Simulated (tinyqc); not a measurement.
What moves the results: thin-film optics by transfer matrices. A value that a table varies takes the place of the one given here.

Indices N = n + i k. Snell: N0 sin(theta) = N_j sin(theta_j), with Im(N_j cos theta_j) >= 0. Admittance y_j = N_j cos theta_j for s and N_j/cos theta_j for p. Phase delta_j = 2 pi N_j cos theta_j d_j/lambda. Layer matrix [[cos delta, -i sin delta/y], [-i y sin delta, cos delta]], multiplied from the top down to M. (B, C) = M (1, y_sub); r = (y0 B - C)/(y0 B + C), R = |r|^2, T = 4 Re y0 Re y_sub/|y0 B + C|^2, absorbed in the films 1 - R - T.

Ellipsometry: rho = tan(Psi) exp(i Delta) = -conj(r_p/r_s) with the r of the admittance formula, Delta in 0 to 360 degrees, so that a bare dielectric at small angles gives Delta = 180.

Inputs chosen for the exercise (indices near those of resist, SiO2 on Si; the results hold for these values, not for the real material): lam = 365 nm (vacuum wavelength); n0 = 1 (ambient index); n = (1.728, 1.492, 6.492) (n of resist, SiO2, substrate); k = (0.024, 0, 2.651) (k in the same order); d = (326, 156) nm (thicknesses, top first); theta = 65 degrees (angle of incidence); pol = p (polarisation).

## Swing curve: thickness of the top film

The first entry of d takes the values listed.

Stack:

| d_1 (nm) | R | T | absorbed |
|---|---|---|---|
| 326.0 | 0.2038 | 0.4623 | 0.3339 |
| 346.7 | 0.1442 | 0.4833 | 0.3725 |
| 367.3 | 0.1168 | 0.4886 | 0.3945 |
| 388.0 | 0.1457 | 0.4628 | 0.3915 |
| 408.7 | 0.1892 | 0.4270 | 0.3838 |
| 429.4 | 0.1992 | 0.4075 | 0.3933 |
| 450.0 | 0.1645 | 0.4114 | 0.4241 |
| 470.7 | 0.1103 | 0.4269 | 0.4628 |
| 491.4 | 0.0859 | 0.4301 | 0.4840 |
| 512.1 | 0.1131 | 0.4089 | 0.4780 |
| 532.7 | 0.1540 | 0.3799 | 0.4660 |
| 553.4 | 0.1644 | 0.3636 | 0.4720 |
| 574.1 | 0.1330 | 0.3659 | 0.5010 |

R swings between 0.0859 and 0.2038 on these points. The period is lambda/(2 Re(N_1 cos theta_1)) = 124.0 nm, six rows. The swing shrinks from 0.0870 in the first period to 0.0786 in the second, as the film absorbs the wave that returns from below. The swing ratio (max - min)/mean is 0.80.

## Angle of incidence

Both polarisations.

Stack:

| theta (degrees) | R_s | R_p | Psi | Delta |
|---|---|---|---|---|
| 0 | 0.1385 | 0.1385 | 45.00 | 180.00 |
| 15 | 0.2008 | 0.1961 | 44.66 | 176.93 |
| 30 | 0.4045 | 0.3277 | 41.99 | 172.06 |
| 45 | 0.5448 | 0.3174 | 37.35 | 181.78 |
| 55 | 0.5106 | 0.2090 | 32.61 | 212.42 |
| 60 | 0.4443 | 0.1804 | 32.50 | 239.43 |
| 65 | 0.3426 | 0.2038 | 37.64 | 268.58 |
| 70 | 0.2240 | 0.2788 | 48.13 | 294.61 |
| 75 | 0.1514 | 0.3916 | 58.13 | 325.12 |
| 80 | 0.2203 | 0.5388 | 57.40 | 355.01 |
| 85 | 0.4865 | 0.7338 | 50.84 | 3.38 |

R_s and R_p agree at normal incidence (0.1385). R_p is lowest at 0 degrees of those listed (0.1385), where R_s = 0.1385: the two agree there by symmetry, and no oblique row falls below it. R_s does not rise steadily, because the phase thickness of the films changes with the angle. R_p exceeds R_s at 70, 75, 80 and 85 degrees, where Psi is above 45.

## Sensitivity of the reflectance

R for both polarisations. Each row changes one parameter from the base and keeps the others.

Results:

| case | R_s | R_p | T_s |
|---|---|---|---|
| base | 0.3426 | 0.2038 | 0.3337 |
| d = (331, 156) nm | 0.4288 | 0.1895 | 0.2871 |
| n = (1.763, 1.492, 6.492) | 0.4979 | 0.1777 | 0.2582 |
| k = (0.024, 0, 2.926) | 0.3509 | 0.2095 | 0.3246 |
| lam = 370 nm | 0.2095 | 0.2189 | 0.4079 |
| theta = 70 degrees | 0.2240 | 0.2788 | 0.3937 |

The largest shifts from the base row, up to three for each result and ties (the steps differ in size, so this ranks the rows, not the parameters). R_s: n +0.1553, lam -0.1332, theta -0.1186. R_p: theta +0.0750, n -0.0261, lam +0.0151. T_s: n -0.0755, lam +0.0742, theta +0.0600.

tinyqc: `OMP_NUM_THREADS=1 python tinyqc.py 1680952 1680953 out.jsonl`; about 0.01 s, one thread, shared Intel(R) Xeon(R) Processor @ 2.30GHz.
